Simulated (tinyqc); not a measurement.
From collector current density J_C back to base doping at the emitter edge N_0: minority-electron transport through the base of a bipolar transistor (Moll-Ross and Kroemer integrals). Computed by tinyqc, a small Python program. Command: `OMP_NUM_THREADS=1 python tinyqc.py 3027027 3027028 out.jsonl base inv`. One thread of a shared host (Intel(R) Xeon(R) Processor @ 2.30GHz), about 0.01 s of CPU time with the checks.

Low injection, one dimension, x from the emitter edge (0) to the collector edge (W), s = x/W. Recombination is treated as a small correction (valid for tau_B well below tau_n), computed from the stored charge.

Inputs (values chosen for the exercise, modelled on silicon):

| quantity | value | unit |
|---|---|---|
| intrinsic density n_i at the emitter edge | 9.3e+09 | 1/cm^3 |
| base width W | 460 | nm |
| mu_min | 200 | cm^2/(V s) |
| mu_max | 1310 | cm^2/(V s) |
| N_ref | 3e+17 | 1/cm^3 |
| saturation velocity v_s | 0.76 | 1e7 cm/s |
| base-emitter voltage V_BE | 0.73 | V |
| temperature T | 300 | K |
| doping ratio N_0/N(W) | 9.8 | - |

Base doping profile: exponential. Gap grading: none. Exit of the base: saturation velocity.

Constants: k_B = 8.617333262e-05 eV/K; e = 1.602176634e-19 C.

Method. N(x) = N_0 (ratio)^(-s); n_i(x) = n_i; D(x) = (k_B T/e) mu, mu = mu_min + (mu_max - mu_min)/(1 + (N/N_ref)^0.7). With y(x) = N n_i^2/(D n_i(x)^2): base Gummel number G_B = int_0^W y dx + N(W) n_i^2/(v_s n_i(W)^2); J_C = e n_i^2 exp(e V_BE/k_B T)/G_B; n(x) = (J_C/e)(n_i(x)^2/(N n_i^2)) [int_x^W y dx + the same exit term]; transit time tau_B = (e/J_C) int n dx; trapezoid rule on 401 even points.

Task: A run gave the result below. Find the base doping at the emitter edge N_0, known to lie between 4e+18 and 1.1e+19 1/cm^3.

collector current density J_C = 1.927136 A/cm^2

Result:

Each step takes the trial c = (a f_b - b f_a)/(f_b - f_a), f being the result less the target and a, b, c the logarithms of the listed values; c replaces end b, the old b replaces a if the sign of f changed, and otherwise f_a is halved.

Scan of the range:

| base doping at the emitter edge N_0 (1/cm^3) | collector current density J_C (A/cm^2) |
|---|---|
| 4.00e+18 | 3.90679 |
| 4.73e+18 | 3.15095 |
| 5.60e+18 | 2.54021 |
| 6.63e+18 | 2.05054 |
| 7.85e+18 | 1.65757 |
| 9.29e+18 | 1.34291 |
| 1.10e+19 | 1.08917 |

False position (Illinois rule, in the logarithm of the input) inside the bracket:

| step | end a | end b | trial | collector current density J_C (A/cm^2) |
|---|---|---|---|---|
| 1 | 6.63000e+18 | 7.85000e+18 | 6.99115e+18 | 1.91770 |
| 2 | 6.63000e+18 | 6.99115e+18 | 6.94213e+18 | 1.93480 |
| 3 | 6.99115e+18 | 6.94213e+18 | 6.96406e+18 | 1.92712 |
| 4 | 6.94213e+18 | 6.96406e+18 | 6.96400e+18 | 1.92714 |
| 5 | 6.94213e+18 | 6.96400e+18 | 6.96400e+18 | 1.92714 |
| 6 | 6.96400e+18 | 6.96400e+18 | 6.96400e+18 | 1.92714 |

Collector current density J_C falls at every point of a 13-point scan of the range (every second point is shown), so one value fits; it is bracketed by 6.63e18 and 7.85e18. Answer: base doping at the emitter edge N_0 = 6.964e18 1/cm^3.
